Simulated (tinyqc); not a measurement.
# On-chip interconnect, size-dependent resistivity and RC delay: two studies

A rectangular line between two neighbours and two ground planes. Surface and grain-boundary scattering are added to the bulk resistivity as corrections; capacitances are parallel-plate values without fringing; inductance is ignored.

Values chosen for this exercise; metal values close to those of copper:
```
symbol  value     unit                                                  meaning
rho0     1.66  uohm cm                                         bulk resistivity
lam      40.1       nm                                      bulk mean free path
ps          0                              specular share of surface scattering
Rg       0.53                        reflection coefficient of grain boundaries
gr          1                                   grain size over the metal width
wd         41       nm                                         drawn line width
AR        1.3                                   aspect ratio, height over width
tl        2.9       nm       liner on both walls and the bottom, not conducting
sp         49       nm                          space to the neighbouring lines
hd         93       nm          dielectric height to the planes above and below
ek        2.7                           relative permittivity of the dielectric
Mf          1                                   Miller factor of the neighbours
Lw        180       um                                              line length
Rd        450      ohm                                        driver resistance
Cl        0.2       fF                                         load capacitance
rho2     4.79  uohm cm  bulk resistivity of the second metal (close to rhodium)
lam2     7.08       nm                       mean free path of the second metal
tl2       0.4       nm                                liner of the second metal
```

Constants: eps0 = 8.8541878128e-12 F/m. Results are converted to the units shown.

Each table varies one quantity; the others keep the values above.

## Delay against the aspect ratio

Metal width x = wd - 2 tl, height y = AR wd - tl; grain boundaries (Mayadas-Shatzkes): al = (lam/(gr x)) Rg/(1 - Rg), g = 1/[1 - 3 al/2 + 3 al^2 - 3 al^3 ln(1 + 1/al)] - 1; surfaces (Fuchs-Sondheimer, thick limit): s = (3/8) lam (1 - ps)(1/x + 1/y); rho = rho0 (1 + g + s); r = rho/(x y); c = eps0 ek (2 wd/hd + 2 Mf AR wd/sp). Elmore delay tE = Rd (c Lw + Cl) + r Lw (c Lw/2 + Cl); t50 is the time at which the far end of a ladder of 30 pi sections (half capacitances at both ends, Cl at the far end, a step applied through Rd) reaches half the step; line share r Lw/(Rd + r Lw); estimate 0.69 Rd (c Lw + Cl) + 0.38 r c Lw^2 + 0.69 r Lw Cl.

Delay against the aspect ratio:
```
AR   rho (uohm cm)  r (ohm/um)  c (fF/um)  tE (ps)  t50 (ps)  estimate (ps)  line share of the resistance (%)
0.8          6.127       58.21    0.05308    56.55     42.81          42.52                             95.88
1.2          5.831       35.78    0.06909    47.02     35.57          35.25                             93.47
1.6          5.690       25.78    0.08509    43.45     32.83          32.47                             91.16
2            5.607       20.14     0.1011    41.99     31.69          31.28                             88.96
2.4          5.553       16.52     0.1171    41.51     31.29          30.83                             86.86
2.8          5.515       14.00     0.1331    41.56     31.29          30.79                             84.85
3.2          5.486       12.15     0.1491    41.95     31.53          31.00                             82.93
3.6          5.464       10.73     0.1651    42.54     31.92          31.36                             81.10
4            5.447       9.605     0.1811    43.29     32.43          31.84                             79.35
```

As AR goes from 0.8 to 4, r falls from 58.2 to 9.61 ohm/um, c rises from 0.0531 to 0.181 fF/um and t50 goes from 42.8 through a minimum of 31.3 (at AR = 2.8 among the rows listed) to 32.4 ps. t50/tE lies between 0.749 and 0.757, and the estimate is within 1.8 % of t50. A taller line lowers r but raises the coupling to its neighbours, which gives the minimum.

## Two metals against line width

Metal width x = wd - 2 tl, height y = AR wd - tl; grain boundaries (Mayadas-Shatzkes): al = (lam/(gr x)) Rg/(1 - Rg), g = 1/[1 - 3 al/2 + 3 al^2 - 3 al^3 ln(1 + 1/al)] - 1; surfaces (Fuchs-Sondheimer, thick limit): s = (3/8) lam (1 - ps)(1/x + 1/y); rho = rho0 (1 + g + s); r = rho/(x y). The second metal has rho2, lam2 and tl2 in place of rho0, lam and tl; ps, Rg, gr and AR are shared.

Two metals against line width:
```
wd (nm)  rho, first (uohm cm)  rho, second (uohm cm)  r, first (ohm/um)  r, second (ohm/um)  ratio second/first
8                       61.94                  15.13            3.754e4                2101             0.05598
10                      34.01                  12.93               8017                1115              0.1391
13                      20.91                  10.97               2075               544.7              0.2626
17                      14.22                  9.470              661.4               269.4              0.4073
22                      10.44                  8.387              250.8               140.3              0.5593
30                      7.606                  7.420              87.06               65.83              0.7561
45                      5.376                  6.541              24.67               25.47               1.033
70                      3.956                  5.917              6.995               9.438               1.349
120                     2.968                  5.449              1.698               2.938               1.731
```

The resistivity of the first metal falls from 61.9 to 2.97 uohm cm and that of the second goes from 15.1 to 5.45 uohm cm as the line widens. The products rho0 lam, which set the size effect, are 66.6 and 33.9 uohm cm nm. The two resistances cross at wd = 43.0 nm: below it the second metal gives the lower line resistance. For widths well under the mean free path the thick-limit surface term is only a guide.

Range of the model: The metal width is under the mean free path, where the thick-limit surface term and the simple sum of corrections lose accuracy.

Program tinyqc, `OMP_NUM_THREADS=1 python tinyqc.py 2100084 2100085 out.jsonl`; Intel Xeon 2.30GHz, shared host, one thread, about 0.01 s.
